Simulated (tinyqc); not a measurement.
# Graded p-n junction, non-linear Poisson equation by Newton steps: what changes with what

One dimension, p side on the left, n side on the right; net doping C = (Nd - Na)/2 + ((Nd + Na)/2) tanh(x/Lg). The potential psi is counted from the intrinsic level, and the quasi-Fermi potentials are flat: 0 for holes and -V for electrons, so n = ni exp((psi + V)/Vt) and p = ni exp(-psi/Vt) (Boltzmann statistics, full ionisation, no current).

Values chosen for this exercise; band and dielectric values close to those of 4H silicon carbide: temperature T = 300 K; band gap Eg = 3.29 eV; relative permittivity eps_r = 9.77; conduction-band density of states at T Nc = 1.69e19 cm^-3; valence-band density of states at T Nv = 2.51e19 cm^-3; acceptor density of the p side Na = 1e15 cm^-3; donor density of the n side Nd = 7.3e15 cm^-3; bias of the p side against the n side V = 0.38 V; grading length Lg = 1300 nm.

Constants: q = 1.602176634e-19 C, kB = 1.380649e-23 J/K, Vt = kB T/q, eps0 = 8.8541878128e-14 F/cm where lengths are in cm. Results are converted to the units shown.

Each table varies one quantity; the others keep the values above.

## Capacitance and field against bias

The Poisson equation d/dx(eps0 eps_r dpsi/dx) = -q (p - n + C) is solved on a mesh of more than 1000 nodes that ends in neutral material (psi_p = -Vt ln(Na/ni), psi_n = Vt ln(Nd/ni) - V). C_j = q d/dV of the integral of p over x, from the linearised equation. ni = sqrt(Nc Nv) exp(-Eg/(2 Vt)), Eg in volts. Depletion approximation: Vbi = Vt ln(Na Nd/ni^2), W = sqrt(2 eps0 eps_r (Vbi - V)(1/Na + 1/Nd)/q), xp = W Nd/(Na + Nd), xn = W Na/(Na + Nd), peak field 2 (Vbi - V)/W, capacitance eps0 eps_r/W. The last column applies it to an abrupt Na-Nd junction.

Result of one run:

| V (V) | peak \|E\| (kV/cm) | C_j (nF/cm^2) | 1/C_j^2 (cm^4/uF^2) | eps0 eps_r/C_j (nm) | abrupt depletion C (nF/cm^2) |
|---|---|---|---|---|---|
| -2.86 | 26.75 | 2.629 | 1.446e5 | 3290 | 3.273 |

What becomes of these results when the bias of the p side against the n side V is changed from -2.86 to -8.57 V, all else the same?

Result of the changed run:

| V (V) | peak \|E\| (kV/cm) | C_j (nF/cm^2) | 1/C_j^2 (cm^4/uF^2) | eps0 eps_r/C_j (nm) | abrupt depletion C (nF/cm^2) |
|---|---|---|---|---|---|
| -8.57 | 41.64 | 1.981 | 2.548e5 | 4367 | 2.312 |

The whole series:

| V (V) | peak \|E\| (kV/cm) | C_j (nF/cm^2) | 1/C_j^2 (cm^4/uF^2) | eps0 eps_r/C_j (nm) | abrupt depletion C (nF/cm^2) |
|---|---|---|---|---|---|
| 0 | 16.90 | 3.463 | 8.341e4 | 2498 | 4.643 |
| -1.43 | 22.16 | 2.949 | 1.150e5 | 2933 | 3.783 |
| -2.86 | 26.75 | 2.629 | 1.446e5 | 3290 | 3.273 |
| -4.29 | 30.90 | 2.403 | 1.732e5 | 3600 | 2.926 |
| -5.71 | 34.70 | 2.232 | 2.008e5 | 3876 | 2.672 |
| -7.14 | 38.27 | 2.094 | 2.280e5 | 4131 | 2.473 |
| -8.57 | 41.64 | 1.981 | 2.548e5 | 4367 | 2.312 |
| -10 | 44.83 | 1.885 | 2.813e5 | 4588 | 2.180 |

With V going from 0 to -10 V, C_j falls from 3.46 to 1.89 nF/cm^2 and the peak field rises from 16.9 to 44.8 kV/cm. The slope of 1/C_j^2, read as N = 2/(q eps0 eps_r |slope|), gives 6.54e14 cm^-3 between the first two rows and 7.79e14 cm^-3 between the last two, against Na Nd/(Na + Nd) = 8.80e14 cm^-3; it is not a straight line, so no single doping describes it. At the end C_j goes as (Vbi - V)^(-0.42) with Vbi = 2.83 V, and it is 14 % below the abrupt depletion formula (at the first row 25 % below it).

## Effect of the grading length

Same model as above.

The abrupt values quoted are those of these depletion formulas.

Results:

| Lg (nm) | peak \|E\| (kV/cm) | C_j (nF/cm^2) | eps0 eps_r/C_j (nm) |
|---|---|---|---|
| 160 | 24.3 | 4.91 | 1.76e3 |
| 230 | 23.1 | 4.82 | 1.79e3 |
| 330 | 21.7 | 4.69 | 1.85e3 |
| 460 | 20.3 | 4.51 | 1.92e3 |
| 920 | 17.0 | 3.98 | 2.17e3 |
| 1300 | 15.3 | 3.66 | 2.36e3 |

Estimate the missing row, Lg = 650 nm.

Computed row:

| Lg (nm) | peak \|E\| (kV/cm) | C_j (nF/cm^2) | eps0 eps_r/C_j (nm) |
|---|---|---|---|
| 650 | 18.7 | 4.27 | 2.03e3 |

With this row back in the table: As Lg grows from 160 to 1300 nm, the peak field falls from 24.3 to 15.3 kV/cm and C_j falls from 4.91 to 3.66 nF/cm^2. The abrupt depletion formulas give 28.2 kV/cm and W = 1730 nm; the first row's field is 14 % below that and the last row's 46 % below it. The same voltage drops over a longer distance, so the field falls.

Computed by the program tinyqc: `OMP_NUM_THREADS=1 python tinyqc.py 2000024 2000025 out.jsonl`, one thread of a shared Intel Xeon 2.30GHz, about 0.06 s for the whole run.
